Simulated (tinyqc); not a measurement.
Tight binding, dimerised chain, step by step. One step of it, computed by the program tinyqc.

Problem. Levels at X. Diagonalise the Hermitian matrix.

H(k) at X (eV):
```
          A         B
A  0.000000  0.590000
B  0.590000  0.000000
```

Give: eigenvalues; weights |c|^2 of the basis functions.

Solution.

eigenvalues (eV): -0.5900  0.5900

weights |c|^2 of the basis functions:
```
   band 1  band 2
A  0.5000  0.5000
B  0.5000  0.5000
```
